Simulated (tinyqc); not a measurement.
Trap density and grain size from the barrier.

Problem. With all traps filled Vb = q Qt^2/(8 eps0 eps_r N), and in that limit the barrier is largest at N* = Qt/Lg. Find Qt, Lg and the depleted width Qt/N.

Values chosen for this exercise:
- eps_r = 11.7 (relative permittivity of the semiconductor)

Constants: q = 1.602176634e-19 C, eps0 = 8.8541878128e-14 F/cm where lengths are in cm. Results are converted to the units shown.

barrier at N = 1.4e18 cm^-3 = 0.19939992 V
doping of the largest barrier = 4.75e17 cm^-3

Answer. The barrier gives Qt, and N* then gives Lg.

Qt = 3.800e12 cm^-2
Lg = 80.00 nm
depleted width = 27.14 nm

Program tinyqc, `OMP_NUM_THREADS=1 python tinyqc.py 2610059 2610060 out.jsonl`; Intel Xeon 2.30GHz, shared host, one thread, about 0.01 s.
